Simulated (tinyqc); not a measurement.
Worked calculation: plane-wave Kohn-Sham cycle with exchange-only LDA in a layered model solid. One step of it, computed by the program tinyqc.

Problem. Iteration 1: potential. V_H(G) = 4 pi rho(G)/G^2 for G != 0 (uniform background); v_x = -(3 rho/pi)^(1/3); V = V_ext + V_H + v_x; Fourier components f(G_m) = (1/N) sum_j f(x_j) exp(-i G_m x_j).

A solid whose potential varies along x alone (atomic units):
```
parameter                      value
period a                   12.700000
cross-section of the cell  35.000000
electrons per cell                 2
grid points                       16
plane waves -n..n, n               3
k points                           2
V1 in V1 cos(2 pi x/a)     -0.640000
V2 in V2 cos(4 pi x/a)     -0.210000
```

density at the start, on the grid x_j = j a/N (e/bohr^3): 0.00449944  0.00449944  0.00449944  0.00449944  0.00449944  0.00449944  0.00449944  0.00449944  0.00449944  0.00449944  0.00449944  0.00449944  0.00449944  0.00449944  0.00449944  0.00449944

Give: Potentials on the grid; V(G_m), m = 0, 1, 2, ....

Solution.

Potentials on the grid (hartree):
```
x          V_ext     V_H      v_x        V
0.0000   -0.8500  0.0000  -0.1626  -1.0126
0.7937   -0.7398  0.0000  -0.1626  -0.9023
1.5875   -0.4525  0.0000  -0.1626  -0.6151
2.3813   -0.0964  0.0000  -0.1626  -0.2590
3.1750    0.2100  0.0000  -0.1626   0.0474
3.9688    0.3934  0.0000  -0.1626   0.2308
4.7625    0.4525  0.0000  -0.1626   0.2900
5.5563    0.4428  0.0000  -0.1626   0.2802
6.3500    0.4300  0.0000  -0.1626   0.2674
7.1437    0.4428  0.0000  -0.1626   0.2802
7.9375    0.4525  0.0000  -0.1626   0.2900
8.7312    0.3934  0.0000  -0.1626   0.2308
9.5250    0.2100  0.0000  -0.1626   0.0474
10.3187  -0.0964  0.0000  -0.1626  -0.2590
11.1125  -0.4525  0.0000  -0.1626  -0.6151
11.9062  -0.7398  0.0000  -0.1626  -0.9023
```

V(G_m), m = 0, 1, 2, ... (hartree): -0.1626  -0.3200  -0.1050  0.0000  0.0000  0.0000  0.0000
